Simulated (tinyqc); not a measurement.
Inside a calculation. Method: Pariser-Parr-Pople SCF with singles CI, for the molecule c1ccnc[cH+]c1 (SMILES; centres numbered as the heavy atoms are written). One step of it, computed by the program tinyqc.

Task: Iteration 1: orbitals and new P. Diagonalise F (the basis is taken as orthonormal) and form P = 2 sum c c over the lowest orbitals.

F (eV):
```
            1C          2C          3C          4N          5C          6C          7C
1C  -10.194011   -4.861486   -0.410472    0.473760    0.482969   -0.412084   -4.844825
2C   -4.861486  -10.177252   -4.828885   -0.390811    0.499313    0.492247   -0.412152
3C   -0.410472   -4.828885  -10.135078   -4.936137   -0.403058    0.499309    0.483005
4N    0.473760   -0.390811   -4.936137  -12.627122   -4.936518   -0.390829    0.473747
5C    0.482969    0.499313   -0.403058   -4.936518  -10.134953   -4.828683   -0.410389
6C   -0.412084    0.492247    0.499309   -0.390829   -4.828683  -10.176751   -4.860786
7C   -4.844825   -0.412152    0.483005    0.473747   -0.410389   -4.860786  -10.193701
```

pi electrons, sum of z_r less the charge = 6

Give: orbital energies; P after iteration 1.

Result:

orbital energies (eV): -20.268  -17.626  -16.908  -7.356  -6.673  -2.639  -2.169

P after iteration 1:
```
        1C      2C      3C      4N      5C      6C      7C
1C   0.838   0.657   0.195  -0.228  -0.193   0.171   0.621
2C   0.657   0.853   0.615   0.140  -0.255  -0.236   0.171
3C   0.195   0.615   0.783   0.653   0.089  -0.255  -0.193
4N  -0.228   0.140   0.653   1.051   0.654   0.140  -0.228
5C  -0.193  -0.255   0.089   0.654   0.783   0.615   0.195
6C   0.171  -0.236  -0.255   0.140   0.615   0.853   0.657
7C   0.621   0.171  -0.193  -0.228   0.195   0.657   0.838
```
